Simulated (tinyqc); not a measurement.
## Site energy and hopping from one surface Green function

Inverse problem. A semi-infinite chain with site energy e0 and hopping -t has g_s = 1/(E - e0 - t^2 g_s). Inside the band |g_s| = 1/t and Re g_s = (E - e0)/(2 t^2). Find t and e0.

g_s at E = 0.42 eV = 0.14814815-0.33945005i 1/eV

Solution. t = 1/|g_s|, and e0 = E - 2 t^2 Re g_s.

t = 2.700 eV
e0 = -1.740 eV

Computed by the program tinyqc: `OMP_NUM_THREADS=1 python tinyqc.py 2680104 2680105 out.jsonl`, one thread of a shared Intel Xeon 2.30GHz, about 0.08 s for the whole run.
